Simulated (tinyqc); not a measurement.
## Joule-heated wire on a substrate, fin equation: effect of the conductance per length to the substrate

A wire of length L loses heat along itself to two contacts and sideways to the substrate: kap A theta'' - g theta + p = 0 with theta = T - T0 and p(x) = p0 exp(-((x/L - x0)/sg)^2/2). Each end passes the heat flow theta/Rc to its contact. Constant conductivity, diffusive heat flow.

The equation is solved on 800 equal steps and the peak is the largest node value. LH = sqrt(kap A/g); the share is the integral of g theta over that of p.

Parameters, values chosen for the exercise:
- kap = 200 W/(m K) (conductivity along the wire)
- A = 230 nm^2 (cross-section)
- L = 1100 nm (length between the contacts)
- Rc = 2.4 K/uW (thermal resistance of each contact)
- p0 = 0.12 uW/nm (peak heating per length)
- x0 = 0.66 (place of the hot spot as a share of L)
- sg = 0.1 (width of the hot spot as a share of L)

Effect of the conductance per length to the substrate:
```
g (W/(m K)),LH (nm),L/LH,peak theta (K),peak/(p0/g),share to the substrate (%)
0.16,536.2,2.052,127.1,0.1695,40.98
0.34,367.8,2.991,94.95,0.2690,60.80
0.74,249.3,4.412,63.14,0.3894,78.92
1.6,169.6,6.487,38.68,0.5157,90.76
3.4,116.3,9.457,22.52,0.6381,96.64
7.4,78.84,13.95,12.23,0.7542,99.05
16,53.62,20.52,6.361,0.8481,99.77
```

What does the table show?

As g goes from 0.16 to 16 W/(m K), the peak theta falls from 127 to 6.36 K and the share of heat to the substrate rises from 41.0 to 99.8 %; L/LH goes from 2.1 to 21. Where L/LH is smallest the peak reaches 0.17 of p0/g, where it is largest 0.85.

Numbers from tinyqc (`OMP_NUM_THREADS=1 python tinyqc.py 2520149 2520150 out.jsonl`; about 0.01 s on one thread of a shared Intel Xeon 2.30GHz).
